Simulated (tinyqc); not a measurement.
Worked calculation: vacuum evaporation: vapour pressure, source flux, thickness distribution, purity and step coverage. Computed by tinyqc, a small Python program that keeps every step. Command: `OMP_NUM_THREADS=1 python tinyqc.py 3110586 3110587 out.jsonl evap walk`. One thread of a shared host (Intel(R) Xeon(R) Processor @ 2.30GHz), about 0.01 s of CPU time with the checks. Intermediate numbers are printed to about 5 digits and carried at full precision; extremes and crossings named in words are read from the listed rows.

Molecular flow, unit sticking of the metal, no re-evaporation. The background gas is taken as water vapour (18.015 g/mol, collision diameter 0.37 nm) at 300 K.

Inputs (values chosen for the exercise, modelled on copper, with constants for the liquid):

| quantity | value | unit |
|---|---|---|
| molar mass M | 63.55 | g/mol |
| film density rho | 8.96 | g/cm^3 |
| vapour-pressure constant A | 10.83 | - |
| vapour-pressure constant B | 16370 | K |
| source temperature T | 1650 | K |
| source area | 0.91 | cm^2 |
| directionality n | 1 | - |
| source-to-wafer distance h | 63 | cm |
| wafer radius R | 10 | cm |
| source offset from the axis s/h | 0.71 | - |
| background pressure p | 2e-07 | Pa |
| sticking of background gas | 0.3 | - |
| aspect ratio of a trench | 3 | - |

Constants: u = 1.6605390666e-27 kg; k_B = 1.380649e-23 J/K; R = 8.314462618 J/(mol K).

## Vapour pressure and flux

log10(p_v/Pa) = A - B/T; flux from the surface Phi = p_v/sqrt(2 pi m k_B T), m = M u. Mass loss = Phi x area x m; heat of evaporation = ln(10) R B; d ln Phi/dT = ln(10) B/T^2 - 1/(2 T).

vapour pressure p_v = 8.1057 Pa

flux Phi = 6.5953e+18 1/(cm^2 s)

mass loss = 2.2800 g/h

heat of evaporation = 313.40 kJ/mol

change of flux per kelvin = 1.3542 %/K

Holding the rate to 1 % needs the temperature to about 0.74 K.

## Rate and uniformity on a fixed wafer above the source

A small source emits (n + 1) Phi area cos^n(phi)/(2 pi) per solid angle; on a parallel plane at height h and lateral distance l the arrival rate is (n + 1) Phi area/(2 pi h^2) x (1 + (l/h)^2)^(-(n + 3)/2). Growth rate = arrival rate x m/rho, m = M u. The wafer is fixed and centred above the source.

arrival rate at the centre = 4.8133e+14 1/(cm^2 s)

growth rate at the centre = 0.056689 nm/s

edge over centre = 0.95145

non-uniformity (max - min)/(max + min) = 2.4878 %

share of the material that lands on the wafer, 1 - (1 + (R/h)^2)^(-(n + 1)/2) = 2.4576 %

## Offset source and rotation

Rotating wafer, source offset by s and facing upwards: thickness at radius r is the mean over the angle a of (1 + (r^2 + s^2 - 2 r s cos a)/h^2)^(-(n + 3)/2), by 360 equal steps; non-uniformity (max - min)/(max + min) over 21 radii from 0 to R.

centre thickness relative to an axial source = 0.44202

edge over centre, rotating = 0.99972

non-uniformity, rotating = 0.014964 %

## Choosing the offset

The curvature at the centre vanishes at s/h = sqrt(2/(n + 3)).

Against the offset:

| s/h | centre thickness | edge over centre | non-uniformity (%) |
|---|---|---|---|
| 0.0 | 1.0000 | 0.9515 | 2.4878 |
| 0.2 | 0.9246 | 0.9584 | 2.1265 |
| 0.4 | 0.7432 | 0.9747 | 1.2827 |
| 0.5 | 0.6400 | 0.9836 | 0.8244 |
| 0.6 | 0.5407 | 0.9920 | 0.4039 |
| 0.7 | 0.4504 | 0.9991 | 0.0460 |
| 0.8 | 0.3718 | 1.0048 | 0.2406 |
| 0.9 | 0.3052 | 1.0092 | 0.4578 |
| 1.1 | 0.2047 | 1.0145 | 0.7197 |

The best row, s/h = 0.7, has 0.046 % against 2.5 % on the axis, at the price of a rate lower by a factor 2.22; the small-wafer optimum is sqrt(2/(n + 3)) = 0.71.

## Scattering and purity

Mean free path lambda = k_B T_g/(sqrt2 pi d^2 p); unscattered share exp(-h/lambda); gas arrival p/sqrt(2 pi m_g k_B T_g); impurity ratio = sticking x gas arrival/metal arrival; monolayer time = 1e15 cm^-2/(sticking x gas arrival).

mean free path = 34049 m

unscattered share = 0.99998

gas arrival rate = 7.1680e+11 1/(cm^2 s)

impurity ratio = 4.4676e-04

monolayer time = 4650.3 s

## A trench at the wafer edge

Fixed wafer, axial point source, trench running tangentially at r = R: the beam arrives at tan(a) = R/h. Shadowed share of the floor = aspect ratio x tan(a) (at most 1); the wall facing the source grows at tan(a) times the field rate, the other wall not at all.

angle a = 9.0193 degrees

shadowed share of the floor = 0.47619

wall over field thickness = 0.15873

Checks made by the program: share on the wafer by quadrature (relative difference 2e-09).
